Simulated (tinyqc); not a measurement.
## Punch-through p+-n junction, ionisation integral and breakdown: multiplication against voltage

A p+ layer at x < 0 and an n drift layer from x = 0 to L on an n+ substrate. Depletion approximation, built-in voltage neglected. Local ionisation coefficients alpha_n = an exp(-(bn/E)^mx), alpha_p = ap exp(-(bp/E)^mx). Electrons move towards +x, holes towards x = 0.

W = sqrt(2 eps0 eps_r V/(q N)), peak field E0 = q N W/(eps0 eps_r), falling linearly to 0 at W; if W > L the layer is punched through: W = L, E0 = V/L + q N L/(2 eps0 eps_r), falling linearly to E1 = V/L - q N L/(2 eps0 eps_r). G(x) = integral from 0 to x of (alpha_n - alpha_p); I_n = integral of alpha_n exp(-G) (electrons injected at x = 0), I_p = integral of alpha_p exp(G(end) - G) (holes injected at the far edge); M = 1/(1 - I). Integrals on a fine grid; BV is where I_n = 1. Here BV = 102.463 V; the Miller exponent is n = ln(1 - 1/M)/ln(V/BV).

Values chosen for this exercise; material values close to those of indium phosphide: relative permittivity eps_r = 12.5; prefactor of the electron ionisation coefficient an = 1.13e7 1/cm; field constant for electrons bn = 2.91e6 V/cm; prefactor of the hole ionisation coefficient ap = 4.48e6 1/cm; field constant for holes bp = 2.66e6 V/cm; exponent mx = 1; donor density of the drift layer N = 5.6e15 cm^-3; thickness of the drift layer L = 3.2 um.

Constants: q = 1.602176634e-19 C, eps0 = 8.8541878128e-14 F/cm where lengths are in cm. Results are converted to the units shown.

Multiplication against voltage:
```
V (V)  E0 (kV/cm)      I_n      I_p   M_n   M_p  Miller n, electrons  Miller n, holes
41            258  0.00343  0.00387  1.00  1.00                 6.20             6.06
51.2          290   0.0147   0.0149  1.01  1.02                 6.08             6.06
61.5          322   0.0488   0.0455  1.05  1.05                 5.92             6.06
71.7          354    0.130    0.114  1.15  1.13                 5.72             6.07
82            386    0.296    0.255  1.42  1.34                 5.47             6.14
88.1          405    0.450    0.392  1.82  1.64                 5.29             6.20
94.3          424    0.655    0.593  2.90  2.45                 5.09             6.30
98.4          437    0.819    0.772  5.51  4.39                 4.94             6.39
101           445    0.933    0.911  14.9  11.3                 4.85             6.45
```

What does the table show?

M_n rises from 1.003 to 14.9 and M_p from 1.004 to 11.3; both diverge at BV. The Miller exponent for electrons falls from 6.20 to 4.85 and that for holes goes from 6.065 through a minimum of 6.055 (at V = 61.5 among the rows listed) to 6.447. The larger multiplication belongs to electrons, whose coefficient at the peak field of the last row is 1.44 times the other.

Program tinyqc, `OMP_NUM_THREADS=1 python tinyqc.py 2120123 2120124 out.jsonl`; Intel Xeon 2.30GHz, shared host, one thread, about 0.08 s.
